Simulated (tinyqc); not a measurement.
Size effects in the resistivity of thin metal films and interconnect lines. From one set of inputs to another, one input at a time. Computed by tinyqc, a small Python program. Command: `OMP_NUM_THREADS=1 python tinyqc.py 3016263 3016264 out.jsonl size ladder`. One thread of a shared host (Intel(R) Xeon(R) Processor @ 2.30GHz), about 0.01 s of CPU time with the checks.

Electrons lose their drift at surfaces (a share 1 - p of the hits) and at grain boundaries (reflection R), besides bulk scattering. The line sits in a trench with a non-conducting liner on both walls and the bottom; the spacing equals the drawn width.

The inputs printed are set A. Set A is modelled on cobalt; the values taken over come from a set modelled on silver. Inputs not listed in the table keep their values of set A, so the rows need not describe a real material.

Inputs (values chosen for the exercise, modelled on cobalt):

| quantity | value | unit |
|---|---|---|
| bulk resistivity rho_b | 6.06 | microohm cm |
| bulk mean free path lambda | 12.2 | nm |
| specularity p | 0.19 | - |
| grain-boundary reflection R | 0.11 | - |
| drawn line width w | 15 | nm |
| grain size over metal width | 2.4 | - |
| aspect ratio (height over width) | 1.3 | - |
| liner thickness t | 0.9 | nm |
| line length | 120 | micrometre |
| permittivity of the dielectric k | 2.9 | - |

Geometry: line.

Constants: eps_0 = 8.8541878128e-12 F/m.

Method:
- Metal width w_m = w - 2t, height h_m = (aspect ratio) w - t, grain size D = (ratio) w_m.
- Mayadas-Shatzkes: alpha = (lambda/D) R/(1 - R); rho_b/rho = 1 - 3 alpha/2 + 3 alpha^2 - 3 alpha^3 ln(1 + 1/alpha).
- Fuchs-Sondheimer film: rho_b/rho = 1 - (3/(2 kappa))(1 - p) int_0^1 (s - s^3)(1 - exp(-kappa/s))/(1 - p exp(-kappa/s)) ds, f = rho/rho_b, kappa = thickness/lambda, 80 Gauss-Legendre points.
- Line: the excess of a film of thickness w_m and of a film of thickness h_m are added, rho/rho_b = 1 + (f(w_m) - 1) + (f(h_m) - 1), an estimate that holds best when both sides exceed lambda.
- Total: rho = rho_b [1 + surface excess + grain excess]; resistance per length rho/(w_m h_m); capacitance per length C = 2 k eps_0 (aspect ratio + 1/2), a parallel-plate estimate for two neighbours plus a fixed term for the planes above and below; delay 0.38 R C L^2; effective resistivity per drawn area.

Each row keeps all changes above it:

| input moved | from | to | resistivity rho (microohm cm) | rho/rho_b from surfaces | rho/rho_b from grains |
|---|---|---|---|---|---|
| set A | - | - | 9.885 | 1.561 | 1.070 |
| permittivity of the dielectric k | 2.9 | 2.5 | 9.885 | 1.561 | 1.070 |
| aspect ratio (height over width) | 1.3 | 2.2 | 9.265 | 1.459 | 1.070 |
| bulk resistivity rho_b (microohm cm) | 6.06 | 1.53 | 2.339 | 1.459 | 1.070 |
| bulk mean free path lambda (nm) | 12.2 | 53 | 4.905 | 2.910 | 1.296 |
| specularity p | 0.19 | 0.2 | 4.862 | 2.881 | 1.296 |
| line length (micrometre) | 120 | 35 | 4.862 | 2.881 | 1.296 |
| liner thickness t (nm) | 0.9 | 1.6 | 5.138 | 3.027 | 1.331 |

Resistivity rho goes from 9.88 to 5.14, a factor 0.520 in all. The largest single move comes from bulk resistivity rho_b (a factor 0.252), and bulk mean free path lambda works against it (a factor 2.10). rho/rho_b from surfaces goes from 1.56 to 3.03, a factor 1.94 in all. The largest single move comes from bulk mean free path lambda (a factor 1.99). rho/rho_b from grains goes from 1.07 to 1.33, a factor 1.24 in all. The largest single move comes from bulk mean free path lambda (a factor 1.21). The single moves hold for this order of the switches; the total does not depend on the order.

Caution (rows bulk mean free path lambda, specularity p, line length, liner thickness t): for lines much narrower than lambda adding the two film terms and the grain term underestimates the resistivity.

Extremes, crossings and ranges named in words are read from the listed rows.
